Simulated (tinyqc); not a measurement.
From one set of inputs to another, one input at a time: Hall effect and magnetoresistance of several carrier groups with constant relaxation times. Computed by tinyqc, a small Python program. Command: `OMP_NUM_THREADS=1 python tinyqc.py 3003472 3003473 out.jsonl hall2 ladder`. One thread of a shared host (Intel(R) Xeon(R) Processor @ 2.30GHz), about 0.01 s of CPU time with the checks.

Group 1 has charge -e and group 2 charge +e; s_i is that sign. B lies along z; mu B is formed with mu in m^2/(V s).

The inputs printed are set A. Inputs not listed in the table keep their values of set A, so the rows need not describe a real material.

Inputs (values chosen for the exercise, for a model conductor):
```
quantity            value        unit
density n1        2.5e+17      1/cm^3
mobility mu1         9900  cm^2/(V s)
density n2        2.1e+18      1/cm^3
mobility mu2          240  cm^2/(V s)
magnetic field B      8.4           T
```

Carriers: electrons and holes. Densities: per volume.

Constants: e = 1.602176634e-19 C.

Method. sigma_xx = sum n_i e mu_i/(1 + mu_i^2 B^2); sigma_xy = sum s_i n_i e mu_i^2 B/(1 + mu_i^2 B^2). rho_xx = sigma_xx/(sigma_xx^2 + sigma_xy^2); Hall coefficient R_H = sigma_xy/(B (sigma_xx^2 + sigma_xy^2)), with B in V s/cm^2 (1 T = 1e-4 V s/cm^2); magnetoresistance MR = rho_xx(B)/rho_xx(0) - 1. Apparent density 1/(e |R_H|); Hall mobility |R_H|/rho_xx.

Each row keeps all changes above it:
```
input moved                   from       to  magnetoresistance MR (%)  apparent density (1/cm^3)  Hall mobility (cm^2/(V s))
set A                            -        -                4.0208e+02                 1.3230e+18                         448
mobility mu2 (cm^2/(V s))      240    81000                1.5509e+02                 1.8551e+18                       36469
density n2 (1/cm^3)        2.1e+18  4.6e+19                5.5797e+00                 4.5755e+19                       77182
magnetic field B (T)           8.4      0.1                5.4287e-02                 4.6062e+19                       80901
mobility mu1 (cm^2/(V s))     9900   150000                1.6546e+00                 4.6382e+19                       79821
density n1 (1/cm^3)        2.5e+17  2.9e+18                1.9333e+01                 5.1256e+19                       68029
```

Which inputs carry the difference?

Magnetoresistance MR goes from 402 to 19.3, a factor 0.0481 in all. The largest single move comes from magnetic field B (a factor 0.00973), and mobility mu1 works against it (a factor 30.5). Apparent density goes from 1.32e18 to 5.13e19, a factor 38.7 in all. The largest single move comes from density n2 (a factor 24.7). Hall mobility goes from 448 to 68000, a factor 152 in all. The largest single move comes from mobility mu2 (a factor 81.3). The single moves hold for this order of the switches; the total does not depend on the order.

Extremes, crossings and ranges named in words are read from the listed rows.
